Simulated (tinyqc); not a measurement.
A ladder of methods, and size consistency: correlation methods against full CI in the sto-3g basis, for H6, spin multiplicity 1. Computed by the program tinyqc with PySCF. 

Geometry (angstrom):

| atom | x | y | z |
|---|---|---|---|
| H | 0.0000 | 0.0000 | 0.0000 |
| H | 0.0000 | 0.0000 | 0.9730 |
| H | 0.0000 | 0.0000 | 2.2220 |
| H | 0.0000 | 0.0000 | 3.1940 |
| H | 0.0000 | 0.0000 | 4.4440 |
| H | 0.0000 | 0.0000 | 5.4160 |

RHF energy of one = -3.190707 hartree

All electrons correlated; +Q is the Davidson correction (1 - c0^2) E_corr. The last columns treat two copies 100 angstrom apart as one system. FCI is the lowest singlet.

Correlation energies (hartree):

| method | E_corr of one | share of FCI (%) | E_corr of two at 100 angstrom | two minus twice one (mhartree) |
|---|---|---|---|---|
| MP2 | -0.05900 | 62.041 | -0.11800 | 0.000 |
| CISD | -0.09071 | 95.388 | -0.17027 | 11.155 |
| CISD+Q | -0.09705 | 102.054 | -0.18998 | 4.128 |
| CCSD | -0.09480 | 99.681 | -0.18959 | 0.000 |
| CCSD(T) | -0.09502 | 99.916 | -0.19004 | 0.000 |
| FCI | -0.09510 | 100.000 | - | - |

MP2 recovers 62 %, CISD 95.4 % and CCSD 99.7 % of the FCI value (c0^2 = 0.930 in CISD). MP2 and coupled cluster are size consistent, so their last column vanishes; CISD loses 11.16 mhartree, since a double excitation on each copy is a quadruple of the pair, and the Davidson correction leaves +4.13.
